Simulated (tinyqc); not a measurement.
Inside a calculation: quantum-confined Stark effect in a modulator well. Values are carried at full precision from step to step, so a last printed digit may differ when a step is redone from the rounded ones.

Constants: hbar^2/2m0 = 3.80998211 eV angstrom^2; e^2/(4 pi eps0) = 14.39964547 eV angstrom; hc = 1239.841984 eV nm.

Values chosen for the exercise (near those of a Ge well in SiGe, direct gap; not measured data):
- L = 124 angstrom (well width)
- me = 0.0415 m0 (electron, well)
- mh = 0.216 m0 (heavy hole along z, well)
- F = 69 kV/cm (field)
- Vc = 0.372 eV (conduction offset)
- Vv = 0.118 eV (heavy-hole offset)
- meb = 0.0568 m0 (electron, barrier)
- mhb = 0.224 m0 (heavy hole, barrier)
- Eg = 0.834 eV (gap of the well)
- mp = 0.074 m0 (heavy hole in the plane)
- eps = 15.8 (dielectric constant)
- dE = 11 meV (operating point below the zero-field line)
- G = 8 meV (half width of the exciton line)

## Estimate for hard walls

Second order: each level moves by -C m (e F)^2 L^4/(2c), C = (15/pi^2 - 1)/(24 pi^2), c = hbar^2/2m0, 1 kV/cm = 1e-5 eV/angstrom. It holds while e F L is no more than about twice 3 c pi^2/(m L^2).

Estimate:
```
carrier     shift (meV)  e F L over the level spacing
electron          -1.35                          0.48
heavy hole        -7.00                          2.52
```

The hole, 5.2 times heavier, carries 84 % of the estimated shift; for hard walls second order errs by about 2 % at a ratio of 1 and 13 % at 3.

## Levels and envelopes

Envelopes on cells of 0.5 angstrom over the well |z| < L/2 and 45 angstrom of barrier on each side, psi = 0 beyond, psi'/m continuous (mean mass between points), c = hbar^2/2m0. The electron sees + e F z and the hole - e F z, each with its offset in the barriers; 1 kV/cm = 1e-5 eV/angstrom. Light holes, band mixing and escape by tunnelling are left out.

Ground levels, squared overlap and separation <z>_h - <z>_e without and with the field.

Results:
```
F (kV/cm)  E_e (meV)  E_h (meV)  overlap^2  separation (angstrom)
0              35.03       7.83      0.996                    0.0
69             31.18      -4.46      0.517                   41.3
```

The electron level moves by -3.85 meV (2.9 times the hard-wall estimate, since it leaks into the barriers and sees a wider well) and the hole level by -12.29 meV (1.76 times).

## Exciton

Exciton: in-plane function exp(-rho/lam), 1/mu = 1/me + 1/mp, E(lam) = c/(mu lam^2) - (q/eps) times the integral over k of Fm(k)(1 + (k lam/2)^2)^(-3/2), Fm(k) the double integral of psi_e^2 psi_h^2 exp(-k |z - z'|), q = e^2/(4 pi eps0); binding Eb = -E at the minimum. Line at Eg + E_e + E_h - Eb, strength proportional to overlap^2/lam^2.

Minimise over lam without and with the field.

Results:
```
F (kV/cm)  lam (angstrom)  Eb (meV)  line (eV)      nm  overlap^2/lam^2 (1e-4/angstrom^2)
0                   230.2      3.76     0.8731  1420.0                             0.1880
69                  254.1      3.34     0.8574  1446.1                             0.0801
```

The weaker binding gives back 0.42 meV of the red shift, leaving 15.7 meV; the strength falls to 43 %.

## Contrast at the operating point

With a Gaussian line of half width G, the absorption at E_op = line(0) - dE is proportional to strength x exp(-ln2 ((E_op - line)/G)^2); continuum absorption is left out. Give it at both fields, relative to the zero-field peak.

E_op = 0.8621 eV
wavelength = 1438.2 nm

absorption without and with the field: [0.27, 0.33]

The field changes the absorption by +0.07 of the zero-field peak. The zero-field tail still absorbs here, since dE is no more than 2G, which costs insertion loss.

## Checks

- Zero-field levels against the matching condition of the square well, meV: largest difference 4.5e-02.
- Slope d(E_e + E_h)/dF against minus the separation (Hellmann-Feynman), angstrom: both -41.3.

Program tinyqc; command `OMP_NUM_THREADS=1 python tinyqc.py 1252693 1252694 out.jsonl`; about 0.1 s on one thread of a shared Intel(R) Xeon(R) Processor @ 2.30GHz.
